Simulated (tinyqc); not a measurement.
Gate sweep: ballistic transport through the one-dimensional subbands of a rectangular nanowire or nanosheet channel. Computed by tinyqc, a small Python program. Command: `OMP_NUM_THREADS=1 python tinyqc.py 3017444 3017445 out.jsonl wire walk`. One thread of a shared host (Intel(R) Xeon(R) Processor @ 2.30GHz), about 0.03 s of CPU time with the checks.

Hard walls, parabolic subbands, transport along x. Energies are counted from the bulk conduction band edge at the top of the barrier, which the gate pulls down by U; the source Fermi level lies at the bulk edge when U = 0.

Inputs (values chosen for the exercise, modelled on silicon): light mass m_t = 0.19 m_0; heavy mass m_l = 0.93 m_0; height a = 4.6 nm; width b = 5.3 nm; equivalent oxide thickness t = 1.6 nm; drain voltage V_D = 0.05 V; temperature T = 300 K.

Valleys: silicon [100] wire.

Constants: hbar^2/(2 m_0) = 3.80998212 eV angstrom^2; k_B = 8.617333262e-05 eV/K; m_0 = 9.1093837015e-31 kg; k_B = 1.380649e-23 J/K; hbar = 1.054571817e-34 J s; eps_0 = 8.8541878128e-12 F/m; e = 1.602176634e-19 C; h = 6.62607015e-34 J s.

Method:
- E_pq = (hbar^2 pi^2/2)(p^2/(m_y b^2) + q^2/(m_z a^2)); valley pairs: (m_x, m_y, m_z) = (m_t, m_t, m_l), (m_t, m_l, m_t), (m_l, m_t, m_t), each with degeneracy g = 2; the 10 lowest subbands are kept.
- F_j(eta) = (1/Gamma(j + 1)) int_0^infinity x^j/(1 + exp(x - eta)) dx, F_0 = ln(1 + exp(eta)). Integrals over x = E/(k_B T) use 160 Gauss-Legendre points in u = sqrt(x) from 0 to sqrt(max(eta, 0) + 32).
- With degeneracy g = 2, eta_i = (U - E_i)/(k_B T) and u = e V_D/(k_B T): line density n = sum_i g sqrt(2 m_x k_B T/pi)/(2 hbar) [F_-1/2(eta_i) + F_-1/2(eta_i - u)]; gate: e n = C_ox (V_G - U/e), C_ox = 3.9 eps_0 2 (a + b)/t (flat-plate estimate); I = (2 e k_B T/h) sum_i g [F_0(eta_i) - F_0(eta_i - u)].
- Open modes are sum_i g/(1 + exp(-eta_i)). The last column is e dn/dV_G over C_ox, taken up to the next row.

Subbands:
```
valley axis  p  q  E (meV)  m_x (m_0)
z            1  1   89.564       0.19
y            1  1  107.925       0.19
z            1  2  146.889       0.19
y            2  1  151.107       0.19
x            1  1  163.986       0.93
y            3  1  223.078       0.19
z            1  3  242.431       0.19
z            2  1  300.932       0.19
y            4  1  323.838       0.19
z            2  2  358.257       0.19
```

Against the gate voltage:
```
V_G (V)  U (meV)    n (1/nm)  I (microampere)  open modes    C_g/C_ox
-0.2100  -210.00  3.9289e-06       5.5903e-05  3.2625e-05  6.8819e-04
-0.1100  -110.07  1.8748e-04       2.6677e-03  1.5566e-03  4.6975e-02
0.0096      3.91  1.5172e-02       2.1607e-01  1.2473e-01  4.7586e-01
0.1400     72.26  1.8067e-01       2.5822e+00  1.3405e+00  7.5689e-01
0.2400     96.57  3.8255e-01       5.4208e+00  2.5451e+00  8.3826e-01
0.3700    117.60  6.7320e-01       9.2760e+00  3.9330e+00  8.8022e-01
0.5100    134.37  1.0019e+00       1.3245e+01  5.2002e+00  9.0391e-01
0.6700    149.74  1.3876e+00       1.7435e+01  6.4245e+00  9.1846e-01
0.8400    163.60  1.8041e+00       2.1506e+01  7.5137e+00  9.2718e-01
1.0000    175.25  2.1997e+00       2.5009e+01  8.3755e+00           -
```

What follows from these numbers?

Between the first two rows the current rises one decade per 60 mV, against the limit ln(10) k_B T/e = 60 mV. Above threshold C_g/C_ox lies between 0.76 and 0.93: the quantum capacitance in series costs little, since heavy or many subbands hold the charge.

Extremes, crossings and ranges named in words are read from the listed rows.
